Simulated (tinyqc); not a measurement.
Worked calculation: power iteration on a symmetric matrix. One step of it, computed by the program tinyqc.

Question. Step 1. w = (A - shift) v; v' = w/|w| with its largest component positive (the first on a tie); lambda = v'^T A v'.

A:
```
,1,2,3,4
1,0.027000,0.689000,0.418000,0.191000
2,0.689000,0.042000,-1.288000,-0.226000
3,0.418000,-1.288000,1.926000,-0.081000
4,0.191000,-0.226000,-0.081000,4.599000
```

vector v at the start: 0.500000  0.500000  0.500000  0.500000

shift = 0.220000

Give: vector after step 1; Rayleigh quotient after step 1.

Answer.

vector after step 1: 0.2413  -0.2190  0.1649  0.9309

Rayleigh quotient after step 1 = 4.2481
